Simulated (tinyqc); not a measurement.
Biaxial strain splits the top of the valence band: sp3s* tight binding, strained.

sp3s* tight binding, nearest neighbours only: anion (a) at 0, cation (c) at a/4 (1,1,1), orbitals s, px, py, pz, s* on each; k in units of 2 pi/a. With phases e_j = exp(i (pi/2) k.n_j) for n = (1,1,1), (1,-1,-1), (-1,1,-1), (-1,-1,1): g0 = (e1+e2+e3+e4)/4, g1 = (e1+e2-e3-e4)/4, g2 = (e1-e2+e3-e4)/4, g3 = (e1-e2-e3+e4)/4. The diagonal holds the levels Esa, Epa, Exa (s*) and Esc, Epc, Exc. Anion-cation block: <sa|sc> = Vss g0; <sa|xc> = Vsapc g1; <xa|sc> = -Vscpa g1; <xa|xc> = Vxx g0; <xa|yc> = <ya|xc> = Vxy g3, <xa|zc> = <za|xc> = Vxy g2, <ya|zc> = <za|yc> = Vxy g1; <s*a|xc> = Vxapc g1; <xa|s*c> = -Vpaxc g1; y and z take g2 and g3 in place of g1; s-s* and s*-s* vanish.

Strain e moves each bond vector to d = (1 + e) d0 (no internal displacement for the diagonal strains used here) and k is given in fractions of the strained reciprocal cell, so the phases stay. Two-centre values Vss_sigma = Vss/4, Vsp_sigma = sqrt3 V/4 for each s-p and s*-p pair, Vpp_sigma = (Vxx + 2 Vxy)/4, Vpp_pi = (Vxx - Vxy)/4 are scaled by (d0/d)^eta and combined with the new direction cosines; the levels on the diagonal stay.

Inputs chosen for the exercise (near a published set for InP, fitted to gaps, whose masses and valley positions are rough; spin-orbit coupling, where it is added without a refit, lifts the valence top and shrinks all gaps by about a third of the splitting; shifted at random, so the results belong to these values and not to a real crystal): Esa = -8.492 eV (s level of the anion); Epa = 0.863 eV (p level of the anion); Esc = -1.486 eV (s level of the cation); Epc = 4.053 eV (p level of the cation); Exa = 8.271 eV (s* level of the anion); Exc = 6.962 eV (s* level of the cation); Vss = -5.351 eV (s-s); Vxx = 1.888 eV (px-px); Vxy = 4.212 eV (px-py); Vsapc = 2.221 eV (s anion, p cation); Vscpa = 5.569 eV (s cation, p anion); Vxapc = 3.48 eV (s* anion, p cation); Vpaxc = 4.521 eV (p anion, s* cation); eta = 2.5 (scaling exponent); D001 = 1.1 (ratio -ezz/exx).

No spin-orbit coupling; k = 0; exx = eyy = e, ezz = -D001 e. The four bonds keep equal lengths, and the sums over them give Vxx(e) for px and py and Vzz(e) for pz; each level is the lower root of [[Epa, V], [V, Epc]], and the s level the upper root of the s block. The shear potential b follows from E(x,y) - E(z) = 3 b (exx - ezz), taken as the slope between e = -0.005 and 0.005.

Couplings and levels at Gamma (eV):
```
e           ezz  Vxx(e)  Vzz(e)   E(x,y)     E(z)  E(x,y) - E(z) (meV)  upper s level
-0.020   0.0220  1.7945  2.1580   0.0571  -0.2255                282.6         1.4724
-0.010   0.0110  1.8422  2.0216   0.0212  -0.1170                138.3         1.4399
-0.005   0.0055  1.8654  1.9544   0.0037  -0.0647                 68.4         1.4233
0.005   -0.0055  1.9102  1.8223  -0.0305   0.0362                -66.8         1.3898
0.010   -0.0110  1.9318  1.7574  -0.0472   0.0847               -131.9         1.3727
0.020   -0.0220  1.9737  1.6299  -0.0796   0.1775               -257.1         1.3382
```

b = -2.145 eV

Under tension in the plane (e > 0) the bonds tilt towards the plane, Vxx grows to 1.9318 and Vzz falls to 1.7574 eV at e = 0.01, and the pz state forms the top of the valence band, by 131.9 meV; under compression (e = -0.01) the px, py pair does, by 138.3 meV. The slope gives b = -2.14 eV, a rough value, since on-site strain terms are left out (measured values lie near -2 eV).

Program tinyqc; command `OMP_NUM_THREADS=1 python tinyqc.py 1481102 1481103 out.jsonl`; about 0.1 s on one thread of a shared Intel(R) Xeon(R) Processor @ 2.30GHz.
